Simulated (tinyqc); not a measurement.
Subthreshold parameters from three currents.

Problem. Far below threshold and for Vds well above Vt the virtual-source current tends to I = Cinv n Vt vx0 exp((Vgs - VT0 + dl Vds + al Vt)/(n Vt)) per width, with constant n; the three currents follow this limit. Find n, dl and VT0.

Inputs (values chosen for the exercise): temperature T = 400 K; inversion capacitance Cinv = 1.27 uF/cm^2; velocity at the virtual source vx0 = 2.17e7 cm/s; threshold shift (in units of Vt) from weak to strong inversion al = 3.5.

Constants: q = 1.602176634e-19 C, kB = 1.380649e-23 J/K, Vt = kB T/q. Results are converted to the units shown.

I at (Vgs, Vds) = (-0.2, 0.3), (-0.11, 0.3) and (-0.2, 1.4) V (nA/um): 4.4660928  34.342053  218.29355

Solution. The first two currents differ in Vgs alone and give n; the first and third differ in Vds alone and give dl; the size of the first then gives VT0.

n = 1.28
dl = 0.156 V/V
VT0 = 0.418 V

Numbers from tinyqc (`OMP_NUM_THREADS=1 python tinyqc.py 2380016 2380017 out.jsonl`; about 0.01 s on one thread of a shared Intel Xeon 2.30GHz).
